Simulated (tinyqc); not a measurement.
Tersoff bond-order potential. Inputs raised by 5 %, one at a time. Computed by tinyqc, a small Python program. Command: `OMP_NUM_THREADS=1 python tinyqc.py 3030905 3030906 out.jsonl tersoff sens`. One thread of a shared host (Intel(R) Xeon(R) Processor @ 2.30GHz), about 0.02 s of CPU time with the checks.

E = (1/2) sum_(i, j != i) [A exp(-lambda r_ij) - b_ij B exp(-mu r_ij)], b_ij = (1 + (beta zeta_ij)^n)^(-1/(2n)), zeta_ij = sum_(k != i, j) g(theta_ijk), g = 1 + c^2/d^2 - c^2/(d^2 + (h - cos theta)^2), with theta at atom i. Only nearest neighbours count (cut-off function 1 for them, 0 beyond).

Inputs (values chosen for the exercise, modelled on carbon): A = 1379.4 eV; B = 346.58 eV; lambda = 3.4879 1/angstrom; mu = 2.2119 1/angstrom; beta = 1.5e-07; n = 0.7246; c = 38810; d = 4.365; h = -0.5516.

Constants: 1 eV/angstrom^3 = 160.2176634 GPa.

Method:
- zeta = 3 g(cos theta = -1/3).
- With z equal bonds of order b, r = ln(lambda A/(mu b B))/(lambda - mu) and E per atom = -(z/2) b B exp(-mu r)(1 - mu/lambda).
- a0 = 4 r/sqrt3; B0 = phi''(r)/(3 a0) with phi'' = mu (lambda - mu) b B exp(-mu r), since b does not change under uniform scaling.
- Second derivatives of the energy per atom, volume V = a0^3/8: e_xx gives C11; e_xx = -e_yy gives 2 (C11 - C12); e_xy = e_yx = s/2 with a sublattice shift u_z gives C44 = (E_ss - E_su^2/E_uu)/V and Kleinman's parameter |E_su/E_uu|/(a0/4).
- Each of the four neighbours loses one bond; its three other bonds now have zeta = 2 g, for the direction that starts at it. E_v = -E + 12 x (1/2)(b(3g) - b(2g)) B exp(-mu r), where -E is the pair-like cost.

Runs; columns: (1) input moved; (2) from; (3) to; (4) energy per atom of the diamond lattice (eV); (5) C44 (GPa); (6) unrelaxed vacancy energy E_v (eV); (7) Kleinman's parameter:
```
(1)           (2)        (3)      (4)     (5)     (6)      (7)
base run        -          -  -7.7756  699.04  6.0703  0.18590
A (eV)     1379.4    1448.37  -7.1450  612.35  5.5780  0.21193
B (eV)     346.58    363.909  -8.8849  838.17  6.9364  0.15934
beta      1.5e-07  1.575e-07  -7.6984  700.59  5.9568  0.17348
n          0.7246    0.76083  -8.0663  711.06  6.4398  0.20407
c           38810    40750.5  -7.6196  701.67  5.8417  0.16111
d           4.365    4.58325  -8.0685  688.64  6.5076  0.23533
h         -0.5516   -0.57918  -7.3856  638.19  5.5041  0.23471
```

Exponents ln(y'/y) / ln(x'/x):
```
input  energy per atom of the diamond lattice     C44  unrelaxed vacancy energy E_v  Kleinman's parameter
A                                      -1.733  -2.714                        -1.733                 2.686
B                                       2.733   3.720                         2.733                -3.159
beta                                   -0.205   0.045                        -0.387                -1.417
n                                       0.752   0.349                         1.211                 1.911
c                                      -0.415   0.077                        -0.787                -2.934
d                                       0.758  -0.307                         1.426                 4.833
h                                      -1.055  -1.867                        -2.007                 4.778
```

To which inputs is each result most sensitive?

Among the inputs moved here: energy per atom of the diamond lattice answers most in size to B (exponent +2.733), next to A (-1.733). C44 answers most in size to B (exponent +3.720), next to A (-2.714). Unrelaxed vacancy energy E_v answers most in size to B (exponent +2.733), next to h (-2.007). Kleinman's parameter answers most in size to d (exponent +4.833), and about equally to h (+4.778).
